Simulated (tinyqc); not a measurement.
Hole mobility in a silicon inversion layer, empirical terms and Matthiessen rule: one step of the calculation.

Inversion layer of sheet density Ns on a uniformly doped body. The mobility terms are empirical power laws with prefactors chosen for the exercise; adding their inverses (Matthiessen) is itself an approximation.

Question. Split C-V extraction. Q(Vg) is the trapezoid sum of Cgc from the first point (where Q is taken as 0); mu_eff = I/((W/L) Q Vd); mu_FE = (dI/dVg)/((W/L) Cox Vd) with a backward difference. Listed from point 4 on.

Values chosen for this exercise; material values close to those of silicon:
- Cox = 1.94 uF/cm^2 (gate capacitance)
- WL = 5 (ratio W/L)
- Vd = 0.02 V (drain voltage)

```
point  Vg (V)  Cgc (uF/cm^2)        I (uA)
0         0.1   0.0024359272  4.2313303e-7
1         0.2    0.031315163  7.0590309e-5
2         0.3     0.34211894  0.0094114061
3         0.4      1.4286823    0.31693212
4         0.5      1.8882161     1.4645391
5         0.6      1.9359316     2.9556435
6         0.7      1.9396876     4.4894094
7         0.8      1.9399761     5.9981304
8         0.9      1.9399982     7.4636104
9           1      1.9399999     8.8807705
10        1.1      1.9400000     10.249171
11        1.2      1.9400000     11.570224
12        1.3      1.9400000     12.846083
```

Wanted: Q; mu_eff; mu_FE.

Answer.

```
point  Q (uC/cm^2)  mu_eff (cm^2/(V s))  mu_FE (cm^2/(V s))
4          0.27474               53.306              59.155
5          0.46595               63.432              76.861
6          0.65973               68.049              79.060
7          0.85372               70.259              77.769
8           1.0477               71.237              75.540
9           1.2417               71.520              73.049
10          1.4357               71.387              70.536
11          1.6297               70.995              68.096
12          1.8237               70.439              65.766
```

At the last point mu_FE is 6.6 % below mu_eff: where the mobility falls with gate voltage the slope of I understates it.

Numbers from tinyqc (`OMP_NUM_THREADS=1 python tinyqc.py 2510094 2510095 out.jsonl`; about 0.01 s on one thread of a shared Intel Xeon 2.30GHz).
